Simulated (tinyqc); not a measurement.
## Piezoresistors in the (001) plane of a cubic crystal: effect of the direction of the resistor

Plane stress in crystal axes x = [100], y = [010]. First-order piezoresistance: d rho_xx/rho = p11 sxx + p12 syy, d rho_yy/rho = p12 sxx + p11 syy, d rho_xy/rho = p44 sxy; a resistor along d = (cos th, sin th) changes by dR/R = d.(d rho/rho).d. Changes of geometry and second-order terms are left out.

For uniaxial stress along or across the current: pL = p11 - (A/2) sin^2(2 th), pT = p12 + (A/2) sin^2(2 th), A = p11 - p12 - p44. dR/R is for the given stress.

Values chosen for this exercise; coefficients close to those of lightly doped n-type silicon: piezoresistive coefficient p11 = -109 x 1e-11/Pa; piezoresistive coefficient p12 = 56.8 x 1e-11/Pa; piezoresistive coefficient p44 = -13.3 x 1e-11/Pa; stress sxx Sx = -51 MPa; stress syy Sy = -195 MPa; shear stress sxy St = 67 MPa.

Results:

| th (deg) | pL (1e-11/Pa) | pT (1e-11/Pa) | pL - pT (1e-11/Pa) | dR/R (%) |
|---|---|---|---|---|
| 0 | -109.0 | 56.80 | -165.8 | -5.517 |
| 10 | -100.1 | 47.88 | -148.0 | -5.102 |
| 20 | -77.50 | 25.30 | -102.8 | -3.297 |
| 30 | -51.81 | -0.3875 | -51.42 | -0.3199 |
| 45 | -32.75 | -19.45 | -13.30 | 5.529 |
| 60 | -51.81 | -0.3875 | -51.42 | 11.62 |
| 90 | -109.0 | 56.80 | -165.8 | 18.36 |

Estimate the missing row, th = 75 deg.

Computed row:

| th (deg) | pL (1e-11/Pa) | pT (1e-11/Pa) | pL - pT (1e-11/Pa) | dR/R (%) |
|---|---|---|---|---|
| 75 | -89.94 | 37.74 | -127.7 | 16.31 |

With this row back in the table: The sum pL + pT = p11 + p12 = -52.2 holds in every row. |pL - pT|, which sets the output of a bridge under uniaxial stress, is largest at 0 and 90 degrees (166) and is 13.3 at 45 degrees. The change dR/R rises from -5.52 to 18.4 %.

Program tinyqc, `OMP_NUM_THREADS=1 python tinyqc.py 2530007 2530008 out.jsonl`; Intel Xeon 2.30GHz, shared host, one thread, about 0.01 s.
